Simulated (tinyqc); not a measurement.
As the film thickens, and with more bath resistance: electroplating on a thin resistive seed layer: kinetics, Wagner number and the terminal effect across a wafer. Computed by tinyqc, a small Python program. Command: `OMP_NUM_THREADS=1 python tinyqc.py 3120031 3120032 out.jsonl terminal walk`. One thread of a shared host (Intel(R) Xeon(R) Processor @ 2.30GHz), about 0.02 s of CPU time with the checks.

Current enters the seed at the rim. The bath is treated as a local resistance per area (no lateral flow in the liquid), two electrons per ion, molar volume 7.11 cm^3/mol, Faraday constant F = e N_A, kinematic viscosity 0.01 cm^2/s, omega = 2 pi x rpm/60; k_B T/e is in volts.

Inputs (values chosen for the exercise, of the order of those for copper plating on a thin cobalt or ruthenium seed):
```
quantity                               value         unit
wafer radius R                            15           cm
seed thickness t                         190           nm
seed resistivity                          18  microohm cm
bath conductivity kappa                0.046         S/cm
gap to the anode h                         6           cm
extra resistance of a porous plate         0     ohm cm^2
exchange current density i_0            0.13      mA/cm^2
cathodic transfer coefficient alpha     0.67            -
mean current density                      22      mA/cm^2
diffusivity of the metal ion         5.3e-06       cm^2/s
metal ion concentration                 0.41        mol/L
rotation rate                            200          rpm
temperature T                            298            K
```

Constants: e = 1.602176634e-19 C; N_A = 6.02214076e+23 1/mol; k_B = 8.617333262e-05 eV/K.

Method:
- Growth rate = i V_m/(2 F). Levich limit i_L = 0.62 x 2 F D^(2/3) omega^(1/2) nu^(-1/6) c. Tafel overpotential eta = (k_B T/(alpha e)) ln(i/i_0); kinetic resistance k_B T/(alpha e i); bath resistance h/kappa + plate; R_s = resistivity/t; Wagner number = kinetic resistance x kappa/R.
- Full model: seed potential phi(r) with (1/r)(r phi')' = R_s i, where i solves phi = R_b i + (k_B T/(alpha e)) ln(i/i_0) (phi being the driving voltage left at r); phi'(0) = 0 and phi'(R) = R_s i_mean R/2. Solved by collocation to a tolerance of 1e-7.
- The film is taken as uniform, with the seed resistivity; the last column adds 100 ohm cm^2 to R_b. Extra power of that plate = i^2 x 100 ohm cm^2 x area.

sheet resistance R_s = 0.947368 ohm/square

bath resistance R_b = 130.435 ohm cm^2

Edge over centre:
```
thickness (nm)  R_s (ohm/square)  as given  with 100 ohm cm^2 more
190                      0.94737    1.4456                  1.2430
285                      0.63158    1.2874                  1.1590
380                      0.47368    1.2120                  1.1181
570                      0.31579    1.1390                  1.0780
950                      0.18947    1.0823                  1.0464
1900                     0.09474    1.0407                  1.0231
3800                     0.04737    1.0203                  1.0115
```

extra power = 34.212 W

What does the comparison show, and why?

The ratio falls below 1.1 from 950 nm on as given, and from 570 nm on with the added resistance: what counts is R_s R^2 against the sum of kinetic and bath resistance.
